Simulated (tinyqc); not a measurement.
## Charge imbalance from the loss of breakdown voltage

Problem. In a superjunction of pillar doping N and length Lp an imbalance dl lowers BV by q |dl| N Lp^2/(4 eps0 eps_r), as long as the field reaches through the pillar. Find |dl| and the net dose error |dl| N wp.

Parameters, values chosen for the exercise: relative permittivity of the semiconductor eps_r = 9.41; width of each pillar wp = 1 um.

Constants: q = 1.602176634e-19 C, eps0 = 8.8541878128e-14 F/cm where lengths are in cm. Results are converted to the units shown.

BV balanced and BV measured (V): [1200, 1105.2632]
N = 1.4061597e17 cm^-3
Lp = 5.4033797 um

Solution. The loss is linear in |dl|; its sign cannot be told from BV.

|dl| = 4.80 %
dose error = 6.75e11 cm^-2

Computed by the program tinyqc: `OMP_NUM_THREADS=1 python tinyqc.py 2590007 2590008 out.jsonl`, one thread of a shared Intel Xeon 2.30GHz, about 0.01 s for the whole run.
